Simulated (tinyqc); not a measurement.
Inside a calculation. Model: MOSFET with velocity saturation and source resistance.

tinyqc, about 0.01 s, one thread, Intel Xeon 2.30GHz (shared host): `OMP_NUM_THREADS=1 python tinyqc.py 2500114 2500115 out.jsonl` Printed values are rounded.

Strong inversion, charge Q = Cox (Vg - m V) at channel potential V with Vg the gate overdrive, and drift velocity v = mu E/(1 + mu E/vsat). Integrating along the channel gives I = mu Cox (1/L)(Vg Vd - m Vd^2/2)/(1 + Vd/Vc) per width, Vc = vsat L/mu, which peaks at Vdsat. Units: I in uA/um, Rs in ohm um, so the drop over Rs is 1e-6 I Rs volts.

Inputs (values chosen for the exercise): gate capacitance Cox = 0.85 uF/cm^2; mobility at low gate voltage mu0 = 210 cm^2/(V s); mobility degradation th = 0 1/V; saturation velocity vsat = 9.5e6 cm/s; body factor m = 1.19; threshold VT = 0.34 V; channel length L = 1 um; source resistance Rs = 100 ohm um; gate voltage Vgs = 1.8 V.

## Saturation without source resistance

Vg = Vgs - VT (0 if negative), mu = mu0/(1 + th Vg), Vc = vsat L/mu, x = sqrt(1 + 2 Vg/(m Vc)), Vdsat = 2 Vg/(m (1 + x)), Isat = Cox vsat Vg (x - 1)/(x + 1) per width. Long-channel limit: mu Cox Vg^2/(2 m L); short-channel limit: Cox vsat Vg.

Vg = 1.46 V
mu = 210 cm^2/(V s)
Vc = 4.523810 V
Vdsat = 1.094490 V
Isat = 127.2269 uA/um
long-channel limit = 159.8700 uA/um
short-channel limit = 1178.950 uA/um

Isat is 0.796 of the long-channel and 0.108 of the short-channel limit.

## Iteration 1: saturation current with source resistance

I at the start = 0 uA/um

Vg = Vgs - I Rs - VT (0 if negative), mu = mu0/(1 + th Vg), Vc = vsat L/mu, x = sqrt(1 + 2 Vg/(m Vc)), Vdsat = 2 Vg/(m (1 + x)), Isat = Cox vsat Vg (x - 1)/(x + 1) per width. I(new) = Isat.

Vg = 1.46 V
mu = 210 cm^2/(V s)
Vc = 4.523810 V
Vdsat = 1.094490 V
Isat = 127.2269 uA/um
I after iteration 1 = 127.2269 uA/um

## Iteration 2: saturation current with source resistance

As before.

Vg = 1.447277 V
mu = 210 cm^2/(V s)
Vc = 4.523810 V
Vdsat = 1.085875 V
Isat = 125.2319 uA/um
I after iteration 2 = 125.2319 uA/um

## Course of the iteration: saturation current with source resistance

Stop when I changes by less than 1e-6 uA/um, or after 80 iterations.

Course of the iteration:

| iteration | I (uA/um) | \|change\| (uA/um) |
|---|---|---|
| 1 | 127.2269 | 127 |
| 2 | 125.2319 | 2.00 |
| 3 | 125.2631 | 0.0312 |
| 4 | 125.2626 | 4.88e-4 |
| 5 | 125.2626 | 7.62e-6 |
| 6 | 125.2626 | 1.19e-7 |

Converged in 6 iterations. At the end each change is about 0.016 times the one before, with alternating sign: linear convergence. The resistance lowers Isat by 1.54 %.
